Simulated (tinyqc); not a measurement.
Implanted layer, carriers, mobility and sheet resistance: two steps of the calculation.

An n-type layer from the surface x = 0 to the junction xj, N(x) = N0 exp(-(x - Rp)^2/(2 sg^2)). Local neutrality (no depletion at surface or junction, no spilling of carriers), intrinsic carriers neglected, full ionisation of active dopants.

Values chosen for this exercise; values close to those of silicon in GaN over a p-type background:
```
symbol,value,unit,meaning
T,400,K,temperature
Nb,2.9e17,cm^-3,background doping of the opposite type
N0,1.2e20,cm^-3,peak chemical concentration
m1,56.3,cm^2/(V s),mobility limit at high doping
m2,963,cm^2/(V s),"mobility limit at low doping, at 300 K"
Nr,1.92e17,cm^-3,reference doping of the mobility law
am,0.727,,exponent of the mobility law
bt,2.1,,temperature exponent of m2
Ns,9.78e19,cm^-3,solubility limit of active dopant
sg,85,nm,straggle after annealing
Rp,150,nm,projected range
```

Constants: q = 1.602176634e-19 C. Results are converted to the units shown.

Task 1. Junction depth and local values. xj = Rp + sg sqrt(2 ln(N0/Nb)); 11 equal steps from 0 to xj. Active dopant A = min(N, Ns); n = A - Nb; mobility mu = m1 + (m2 (T/300 K)^(-bt) - m1)/(1 + ((A + Nb)/Nr)^am).

Find: xj; x; N; A; n; mu.

Result 1.

xj = 445.07 nm

```
point  x (nm)  N (cm^-3)  A (cm^-3)  n (1e19 cm^-3)  mu (cm^2/(V s))
0        0.00  2.5290e19  2.5290e19          2.5000           69.341
1       40.46  5.2307e19  5.2307e19          5.2017           64.110
2       80.92  8.6251e19  8.6251e19          8.5961           61.766
3      121.38  1.1339e20  9.7800e19          9.7510           61.295
4      161.84  1.1884e20  9.7800e19          9.7510           61.295
5      202.30  9.9302e19  9.7800e19          9.7510           61.295
6      242.77  6.6152e19  6.6152e19          6.5862           62.907
7      283.23  3.5134e19  3.5134e19          3.4844           66.653
8      323.69  1.4877e19  1.4877e19          1.4587           75.129
9      364.15  5.0219e18  5.0219e18          0.4732           94.902
10     404.61  1.3516e18  1.3516e18          0.1062           137.91
11     445.07  2.9000e17  2.9000e17          0.0000           201.65
```

Task 2. Sheet quantities by the trapezoid rule. Dose = integral of N, carrier sheet density = integral of n, 1/Rs = q integral of n mu, mean mobility 1/(q Rs sheet density), Hall mobility (unit Hall factor) = integral of n mu^2 over integral of n mu, Hall sheet density = (integral of n mu)^2/integral of n mu^2; all from 0 to xj.

```
point     x (nm)     N (cm^-3)  n (1e19 cm^-3)  mu (cm^2/(V s))
0        0.00000  2.5289728e19       2.4999728        69.341316
1       40.46095  5.2306709e19       5.2016709        64.110304
2       80.92189  8.6251237e19       8.5961237        61.765641
3      121.38284  1.1338823e20       9.7510000        61.294947
4      161.84378  1.1884072e20       9.7510000        61.294947
5      202.30473  9.9301840e19       9.7510000        61.294947
6      242.76567  6.6152157e19       6.5862157        62.907196
7      283.22662  3.5133824e19       3.4843824        66.653119
8      323.68756  1.4876526e19       1.4586526        75.128787
9      364.14851  5.0219492e18       0.4731949        94.901595
10     404.60945  1.3515677e18       0.1061568        137.91322
11     445.07040        2.9e17       0.0000000        201.64611
```

Give: dose; carrier sheet density; Rs; mean mobility; Hall mobility; Hall sheet density.

Result 2.

dose = 2.450e15 cm^-2
carrier sheet density = 2.282e15 cm^-2
Rs = 43.33 ohm/square
mean mobility = 63.11 cm^2/(V s)
Hall mobility = 63.53 cm^2/(V s)
Hall sheet density = 2.267e15 cm^-2

Carriers make up 93.2 % of the dose. A Hall measurement weights the mobile tail, so its sheet density is 0.66 % below the true one.

Computed by the program tinyqc: `OMP_NUM_THREADS=1 python tinyqc.py 2110038 2110039 out.jsonl`, one thread of a shared Intel Xeon 2.30GHz, about 0.01 s for the whole run.
